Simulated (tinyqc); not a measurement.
# Sneak resistance and off state from two reads

Inverse problem. A cell Rc in parallel with a sneak path Rsn = K Ron [2/(N - 1) + 1/(N - 1)^2], N = 4, is read through a sense resistor Ron: Vout = Vr Ron/(Ron + Rc Rsn/(Rc + Rsn)). In the low state Rc = Ron. Find Rsn, K and Roff.

Values chosen for this exercise:
- Ron = 50 kohm (resistance of the low state)
- Vr = 0.1 V (read voltage)

Vout with the selected cell low and high (mV): [51.5570934, 14.1104294]

Solution. Each read gives the parallel resistance; the first yields Rsn, the second then Roff.

Rsn = 777.8 kohm
K = 20.00
Roff = 500.0 kohm

Numbers from tinyqc (`OMP_NUM_THREADS=1 python tinyqc.py 2880001 2880002 out.jsonl`; about 0.02 s on one thread of a shared Intel Xeon 2.30GHz).
